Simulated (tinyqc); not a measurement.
Resistive memory cell, filament-gap model with Joule heating: two steps of the calculation.

A tunnelling gap g separates the tip of a filament from the electrode. I = I0 exp(-g/g0) sinh(Vd/V0), with Vd = V - I Rs on the device; T = T0 + Rth Vd I at once; the gap closes as dg/dt = -nu exp(-q Ea/(kB T)) sinh(al q Vd/(kB T)). All constants are fitting values of a compact model.

Values chosen for this exercise:
- T0 = 358 K (ambient temperature)
- I0 = 0.46 mA (current scale)
- g0 = 0.32 nm (tunnelling length)
- V0 = 0.49 V (voltage scale)
- nu = 10 m/s (attempt velocity)
- Ea = 1.07 eV (activation energy)
- al = 0.25 (barrier lowering per volt on the device)
- Rth = 4.6e5 K/W (thermal resistance)
- Rs = 2000 ohm (series resistance)
- V = 2.74 V (pulse voltage)

Constants: q = 1.602176634e-19 C, kB = 1.380649e-23 J/K. Results are converted to the units shown.

Question 1. Voltage on the device. I = I0 exp(-g/g0) sinh(Vd/V0); f = Vd + Rs I - V, f' = 1 + Rs (I0/V0) exp(-g/g0) cosh(Vd/V0), Vd(new) = Vd - f/f'.

Vd at the start = 2.74 V
g = 1.8 nm

Find: I; f'; Vd after iteration 1.

Answer 1.

I = 222.49 uA
f' = 1.9082
Vd after iteration 1 = 2.5068 V

Question 2. Current, temperature and closing rate. I, T and dg/dt as above.

g = 1.8 nm
Vd = 2.4788553 V

Give: I; T; lowered barrier Ea - al Vd; -dg/dt.

Answer 2.

I = 130.6 uA
T = 506.9 K
lowered barrier Ea - al Vd = 0.4503 eV
-dg/dt = 1.667e-4 nm/ns

Numbers from tinyqc (`OMP_NUM_THREADS=1 python tinyqc.py 2880131 2880132 out.jsonl`; about 0.1 s on one thread of a shared Intel Xeon 2.30GHz).
